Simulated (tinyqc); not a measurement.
Tight binding, honeycomb lattice, step by step. One step of it, computed by the program tinyqc.

Problem. Levels at k. Diagonalise the Hermitian matrix.

H(k) at k (eV), order A, B:
$$\begin{pmatrix}
-0.115029 & 0.092487-0.089495i \\
0.092487+0.089495i & -0.357240
\end{pmatrix}$$

Give: eigenvalues; weights |c|^2 of the basis functions.

Solution.

eigenvalues (eV): [-0.4129, -0.0594]

weights |c|^2 of the basis functions, order A, B:
$$\begin{pmatrix}
0.1574 & 0.8426 \\
0.8426 & 0.1574
\end{pmatrix}$$
